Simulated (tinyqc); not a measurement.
Equilibrium and kinetic segregation of a solute to boundaries and growing surfaces. Changing the growth rate. Computed by tinyqc, a small Python program. Command: `OMP_NUM_THREADS=1 python tinyqc.py 3017757 3017758 out.jsonl segreg sweep`. One thread of a shared host (Intel(R) Xeon(R) Processor @ 2.30GHz), about 0.01 s of CPU time with the checks.

Inputs (values chosen for the exercise): exchange barrier E_b = 1.59 eV; surface segregation energy E_s = 0.47 eV; growth temperature T_g = 580 K.

Constants: k_B = 8.617333262e-05 eV/K.

Method. Two-state exchange during growth, dilute: jump up r_u = nu exp(-E_b/(k_B T_g)), jump back r_d = r_u exp(-E_s/(k_B T_g)), nu = 1e13 1/s. In the time 1/R of one monolayer the share carried up is p = [r_u/(r_u + r_d)] [1 - exp(-(r_u + r_d)/R)]; the tail decays as p^n, length -1/ln p monolayers; the equilibrium limit has p = r_u/(r_u + r_d).

One run for each value:

| growth rate (monolayers/s) | decay length (monolayers) | share carried up p | r_u (1/s) |
|---|---|---|---|
| 0.0051 | 1.213e+04 | 0.9999 | 0.1528 |
| 0.012 | 1.171e+04 | 0.9999 | 0.1528 |
| 0.028 | 2.294e+02 | 0.9957 | 0.1528 |
| 0.065 | 9.975e+00 | 0.9046 | 0.1528 |
| 0.15 | 2.232e+00 | 0.6388 | 0.1528 |
| 0.36 | 9.418e-01 | 0.3458 | 0.1528 |
| 0.84 | 5.574e-01 | 0.1663 | 0.1528 |
| 2 | 3.832e-01 | 0.0735 | 0.1528 |
| 4.6 | 2.923e-01 | 0.0327 | 0.1528 |

Over the rows, decay length (monolayers) falls from 12100 to 0.292 (exponent d ln y / d ln x -0.041 between the first rows and -0.33 between the last); share carried up p falls from 1.000 to 0.0327; r_u (1/s) does not change. The length keeps its equilibrium value only while exp(-r_u/R) is small against r_d/r_u; most solute is buried before it can jump once R is well above r_u.
